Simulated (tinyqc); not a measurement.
# Admittance spectroscopy and thermally stimulated current of one trap level in a depletion layer, step by step

A worked calculation. Computed by tinyqc, a small Python program that keeps every step. Command: `OMP_NUM_THREADS=1 python tinyqc.py 3112911 3112912 out.jsonl admit walk`. One thread of a shared host (Intel(R) Xeon(R) Processor @ 2.30GHz), about 0.01 s of CPU time with the checks. Intermediate numbers are printed to about 5 digits and carried at full precision; extremes and crossings named in words are read from the listed rows.

A Schottky junction on n-type material holds one donor-like electron trap; shallow donors are fully ionised and abrupt depletion edges are assumed.

Inputs (values chosen for the exercise, modelled on n-type germanium):
```
quantity,value,unit
dielectric constant eps,16.2,-
density-of-states mass m,0.547,m_0
shallow doping N,3.9e+15,1/cm^3
trap density N_t,9.2e+13,1/cm^3
trap depth E_t below the band,0.287,eV
capture cross section sigma,2.8e-15,cm^2
band bending V_b,0.43,V
test frequency f,20000,Hz
heating rate beta,0.07,K/s
```

Constants: k_B = 1.380649e-23 J/K; m_0 = 9.1093837015e-31 kg; h = 6.62607015e-34 J s; k_B = 8.617333262e-05 eV/K; eps_0 = 8.8541878128e-12 F/m; e = 1.602176634e-19 C.

## Temperature of the peak

N_c = 2 (2 pi m k_B T/h^2)^(3/2), v_th = sqrt(3 k_B T/m), emission rate e_n = sigma v_th N_c exp(-E_t/(k_B T)). Where the level crosses the Fermi level capture equals emission, so the trap follows the signal with the rate 2 e_n; G/omega peaks at omega = 2 e_n (the correction for large N_t/N is left out). Solve 2 e_n(T_p) = 2 pi f.

peak temperature T_p = 219.71 K

N_c at T_p = 6.3626e+18 1/cm^3

e_n at T_p = 62832 1/s

E_c - E_F = k_B T_p ln(N_c/N) = 0.14005 eV

## The capacitance step

With E_c - E_F = k_B T_p ln(N_c/N): lambda = sqrt(2 eps eps_0 (E_t - (E_c - E_F))/(e^2 N)); traps are empty and charged for x < x_t = w - lambda, and V_b = e (N w^2 + N_t x_t^2)/(2 eps eps_0). High frequency: C_hf = eps eps_0/w. Low frequency: C_lf = eps eps_0 (N + N_t)/(N w + N_t x_t).

lambda = 259.74 nm

depletion width w = 443.42 nm

crossing point x_t = 183.68 nm

C_hf = 32.348 nF/cm^2

C_lf = 32.791 nF/cm^2

step (C_lf - C_hf)/C_hf = 0.013684

small-N_t estimate (N_t/N)(lambda/w) = 0.013818

Reading N_t/N straight from the step would give 0.0137 against the true 0.0236: the factor lambda/w must be known.

## Scan in temperature at fixed frequency

With x = omega/(2 e_n): C = C_hf + (C_lf - C_hf)/(1 + x^2), G/omega = (C_lf - C_hf) x/(1 + x^2); C_hf and C_lf are held at their values at T_p.

Admittance:
```
T (K),omega/(2 e_n),C (nF/cm^2),G/omega (nF/cm^2)
193.3,10.247,32.352,0.04279
202.1,4.427,32.369,0.09514
208.7,2.465,32.411,0.15420
215.3,1.420,32.495,0.20838
219.7,1.001,32.569,0.22133
224.1,0.714,32.641,0.20935
230.7,0.440,32.719,0.16329
239.5,0.240,32.766,0.10061
250.5,0.119,32.784,0.05209
```

The peak of G/omega is half the step, 0.221 nF/cm^2. Its full width is near 2 ln(2 + sqrt3) k_B T_p^2/(E_t + 2 k_B T_p) = 33.7 K.

## Arrhenius plot

T_p for 0.1, 0.3, 1, 3 and 10 f; least-squares lines of ln(e_n/T^2) and of ln(e_n) against 1/(k_B T), e_n = pi f; sigma = exp(intercept)/(v_th N_c/T^2).

Peaks:
```
f (Hz),T_p (K),1/(k_B T) (1/eV),ln(e_n/T^2),ln(e_n)
2000,193.55,59.958,-1.7854,8.746
6000,205.25,56.539,-0.8042,9.844
20000,219.71,52.818,0.2636,11.048
60000,234.67,49.450,1.2304,12.147
200000,253.43,45.790,2.2806,13.351
```

depth from e_n/T^2 = 0.287 eV

cross section from the intercept = 2.80e-15 cm^2

depth without the T^2 = 0.32501 eV

Leaving out T^2 adds 38 meV, near 2 k_B T_p = 38 meV.

## Thermally stimulated current

Thermally stimulated current without retrapping: filled share n(T) = exp(-(1/beta) int e_n dT), current proportional to e_n n; the peak obeys beta (E_t/(k_B T^2) + 2/T) = e_n(T). The integral starts at 0.5 T_m and uses 4000 trapezoid steps to 1.2 T_m. Chen's first-order estimate from the full width W = T_2 - T_1 between the half-height points: E = 2.52 k_B T_m^2/W - 2 k_B T_m.

peak temperature T_m = 115.27 K

lower half-height T_1 = 110.17 K

upper half-height T_2 = 118.93 K

filled share at T_m = 0.38965

E_t/(k_B T_m) = 28.893

symmetry factor (T_2 - T_m)/(T_2 - T_1) = 0.41751

depth by Chen's formula = 0.30965 eV

The slow ramp empties the trap at 115 K, far below the admittance peak at 220 K, since the rate asked for is 0.019 per second instead of 63000. Chen's formula, made for a constant prefactor, gives 23 meV more than E_t.

Checks made by the program: C_lf against dQ/dV by differences (relative difference below 1e-10); depth recovered (relative difference below 1e-10); peak of the integrated curve (relative difference 3e-05).
